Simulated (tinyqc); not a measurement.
Inside a calculation. Method: sp3 tight binding, zinc-blende lattice. One step of it, computed by the program tinyqc.

Problem. Bloch Hamiltonian at k. Slater-Koster rules over the four bonds with direction cosines (l, m, n): ss V_ss; s-px l V_sp; px-s -l V_sp; px-px l^2 V_pps + (1 - l^2) V_ppp; px-py l m (V_pps - V_ppp); each times exp(i k.d).

Parameters chosen for this model: zinc-blende lattice, anion at 0, cation at a/4 (1,1,1); V = eta hbar^2 / (m d^2), hbar^2/m = 7.619964 eV angstrom^2:
```
parameter          value      unit
a               6.320000  angstrom
d               2.736640  angstrom
Es anion      -13.690000        eV
Ep anion       -6.250000        eV
Es cation     -13.690000        eV
Ep cation      -6.250000        eV
eta ss         -1.400000
eta sp          1.840000
eta pp sigma    3.240000
eta pp pi      -0.810000
V ss           -1.424444        eV
V sp            1.872127        eV
V pp sigma      3.296572        eV
V pp pi        -0.824143        eV
```

k point k (2 pi / a): -0.180000  -0.340000  -0.130000

Give: H(k) at k.

Solution.

H(k) at k (eV), lower triangle (Hermitian):
```
                a s           a px           a py           a pz
a s         -13.690
a px          0.000         -6.250
a py          0.000          0.000         -6.250
a pz          0.000          0.000          0.000         -6.250
c s   -4.612+0.164i   0.429-1.017i   0.211-2.070i   0.601-0.725i
c px  -0.429+1.017i   1.779-0.063i  -0.764+0.921i  -0.268+2.630i
c py  -0.211+2.070i  -0.764+0.921i   1.779-0.063i  -0.545+1.292i
c pz  -0.601+0.725i  -0.268+2.630i  -0.545+1.292i   1.779-0.063i

          c s    c px    c py    c pz
c s   -13.690
c px    0.000  -6.250
c py    0.000   0.000  -6.250
c pz    0.000   0.000   0.000  -6.250
```
